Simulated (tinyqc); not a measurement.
Heisenberg magnet: exchange from energy differences, ordering vector, linear spin waves and ordering temperature: one step, computed by the program tinyqc. Command: `OMP_NUM_THREADS=1 python tinyqc.py 3028192 3028193 out.jsonl magnon walk`. One thread of a shared host (Intel(R) Xeon(R) Processor @ 2.30GHz), about 0.03 s of CPU time with the checks.

H = -sum over pairs <ij> J_ij S_i.S_j - K sum_i (S_i^z)^2, each pair once, J > 0 ferromagnetic. First neighbours: 4 at a (1, 0), second: 4 at a (1, 1), with all permutations and signs.

Problem. Energies of ordered states. J(q) = J1 g1(q) + J2 g2(q), g_s(q) = sum over shell s of cos(q.R). A classical spiral or collinear state of wave vector Q has the exchange energy -(S^2/2) J(Q) per site.

Inputs (values chosen for the exercise, for a model magnet): exchange J1 = -1.53 meV; exchange J2 = -0.12 meV; spin S = 2.5.

Lattice: square.

Give: States, Q in 2 pi/a.

Solution.

States, Q in 2 pi/a:
```
Q             g1  g2  energy (meV/site)
G (0, 0)       4   4             20.625
X (0.5, 0)     0  -4             -1.500
M (0.5, 0.5)  -4   4            -17.625
```

The lowest of these is M (0.5, 0.5), 16.125 meV per site below X (0.5, 0).
